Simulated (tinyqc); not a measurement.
Slater-Koster d bands of an fcc metal, step by step. Values are carried at full precision from step to step, so a last printed digit may differ when a step is redone from the rounded ones.

Slater-Koster d bands. For a bond with direction cosines (l, m, n) the 5 x 5 block is dds Ps + ddp Pp + ddd (1 - Ps - Pp), the projectors on sigma, pi and delta states about the bond; for instance <xy|xy> = 3 l^2 m^2 dds + (l^2 + m^2 - 4 l^2 m^2) ddp + (n^2 + l^2 m^2) ddd, <xy|yz> = 3 l m^2 n dds + l n (1 - 4 m^2) ddp + l n (m^2 - 1) ddd and <3z2-r2|3z2-r2> = (n^2 - (l^2 + m^2)/2)^2 dds + 3 n^2 (l^2 + m^2) ddp + (3/4)(l^2 + m^2)^2 ddd. H(k) sums the blocks times cos(k.R) over the neighbours; the d level is the zero of energy; k in 2 pi/a.

Values chosen for the exercise (of the size met in Cu; not measured data):

| symbol | value | unit | meaning |
|---|---|---|---|
| dds | -0.327 | eV | dd sigma |
| ddp | 0.16 | eV | dd pi |
| ddd | -0.052 | eV | dd delta |
| k | (0.61, 0.22, 0) | 2 pi/a | wave vector |
| Nd | 9 |  | d electrons per atom |

## The block of one bond

Direction (1,1,0)/sqrt2; its eigenvalues must be dds once, ddp twice and ddd twice.

block (eV), lower triangle:
```
             xy      yz      zx   x2-y2   3z2-r2
xy      -0.2582
yz            0  0.0540
zx            0  0.1060  0.0540
x2-y2         0       0       0  0.1600
3z2-r2   0.1191       0       0       0  -0.1207
```

## Levels at Gamma

Neighbours: twelve at (a/2)(1,1,0) and equivalents.

Summing the blocks at k = 0 gives E(t2g) = 3 dds + 4 ddp + 5 ddd, E(eg) = 1.5 dds + 6 ddp + 4.5 ddd.

levels (eV): t2g (threefold) -0.6010, eg (twofold) 0.2355

The t2g level lies lower, by 0.8365 eV.

## The Hamiltonian at one k

Sum over the neighbours.

H(k) (eV), lower triangle:
```
             xy       yz      zx    x2-y2  3z2-r2
xy       0.3629
yz            0  -0.9255
zx            0  -0.2543  0.4600
x2-y2         0        0       0  -0.2544
3z2-r2  -0.2857        0       0   0.5394  0.2812
```

## Levels and character

Diagonalise H; t2g is xy, yz, zx and eg the other two.

levels (eV): -0.9707  -0.6132  0.2354  0.5052  0.7675

weights:
```
     band 1  band 2  band 3  band 4  band 5
t2g   1.000   0.026   0.694   1.000   0.280
eg    0.000   0.974   0.306   0.000   0.720
```

## Levels at points of symmetry

Coordinates: G (0, 0, 0), X (1, 0, 0), W (1, 0.5, 0), L (0.5, 0.5, 0.5), K (0.75, 0.75, 0); the others lie half way.

Levels (eV):

| k | band 1 | band 2 | band 3 | band 4 | band 5 |
|---|---|---|---|---|---|
| G | -0.601 | -0.601 | -0.601 | 0.235 | 0.235 |
| G-X 0.5 | -1.033 | -0.483 | 0.216 | 0.216 | 0.640 |
| X | -1.465 | -1.202 | 1.033 | 1.033 | 1.044 |
| W | -0.640 | -0.216 | -0.216 | 0.483 | 1.033 |
| L | -0.848 | -0.409 | -0.409 | 0.833 | 0.833 |
| L-G 0.5 | -0.725 | -0.295 | -0.295 | 0.324 | 0.324 |
| K | -1.027 | -0.545 | 0.474 | 0.606 | 0.898 |

On these points the bands run from -1.465 (X) to 1.044 eV (X).

## Second moment and the rectangular band

mu2 = z (dds^2 + 2 ddp^2 + 2 ddd^2)/5 per orbital, with z = 12. A rectangular band with the same mu2 has width W = sqrt(12 mu2), Fermi level W (Nd/10 - 1/2) and bond energy -W Nd (10 - Nd)/20 (Friedel).

mu2 = 0.3925 eV^2
W = 2.1702 eV
Fermi level = 0.8681 eV
bond energy per atom = -0.9766 eV

The bond energy is the attractive part alone; the repulsion between atoms, left out, cancels a large share of it in the cohesive energy.

## Checks

- Levels at Gamma from the formulas against H(0): they agree to 1e-10 or better.
- Second moment from the formula against the mean square level on the mesh: both 0.392489.

Program tinyqc; command `OMP_NUM_THREADS=1 python tinyqc.py 1450827 1450828 out.jsonl`; about 0.06 s on one thread of a shared Intel(R) Xeon(R) Processor @ 2.30GHz.
